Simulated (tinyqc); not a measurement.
Surface potential of a MOS transistor: implicit equation and explicit approximations: two steps of the calculation.

p-type body, charge-sheet picture, depletion and inversion only, full ionisation (an idealisation for deep acceptors), Boltzmann statistics (rough once Na exp(x - xn) passes about Nc/7). In units of Vt: xg = (Vg - Vfb)/Vt, x = psi/Vt, G = gamma/sqrt(Vt), xn = (2 phiF + Vc)/Vt. The implicit equation is (xg - x)^2 = G^2 [x - 1 + exp(x - xn)] for x above about 3. Cox = eps0 eox/tox.

Parameters, values chosen for the exercise; band and dielectric values close to those of silicon: temperature T = 350 K; band gap Eg = 1.14 eV; relative permittivity eps_r = 11.8; conduction-band density of states at T Nc = 3.55e19 cm^-3; valence-band density of states at T Nv = 3.34e19 cm^-3; relative permittivity of the gate insulator (close to silicon dioxide) eox = 3.9; insulator thickness tox = 1.3 nm; acceptor density Na = 1.6e17 cm^-3; flat-band voltage Vfb = -0.61 V; channel-body voltage Vc = 0.2 V; gate-body voltage Vg = 1.04 V.

Constants: q = 1.602176634e-19 C, kB = 1.380649e-23 J/K, Vt = kB T/q, eps0 = 8.8541878128e-14 F/cm where lengths are in cm. Results are converted to the units shown.

Task 1. Scales. ni = sqrt(Nc Nv) exp(-Eg/(2 Vt)), Eg in volts; phiF = Vt ln(Na/ni); gamma = sqrt(2 q eps0 eps_r Na)/Cox; VT = Vfb + Vt (xn + G sqrt(xn - 1)).

Find: phiF; gamma; G; xn; VT; xg.

Result 1.

phiF = 0.40799 V
gamma = 0.087132 V^0.5
G = 0.50171
xn = 33.685
VT = 0.49249 V
xg = 54.707

Task 2. New x. D = exp(x - xn), f = (xg - x)^2 - G^2 (x - 1 + D), f' = -2 (xg - x) - G^2 (1 + D), x(new) = x - f/f'.

x after iteration 1 = 40.575563
G = 0.50171271
xn = 33.685475
xg = 54.707014

Find: D; f; f'; x after iteration 2.

Result 2.

D = 982.5
f = -57.57
f' = -275.8
x after iteration 2 = 40.37

Program tinyqc, `OMP_NUM_THREADS=1 python tinyqc.py 2122091 2122092 out.jsonl`; Intel Xeon 2.30GHz, shared host, one thread, about 0.01 s.
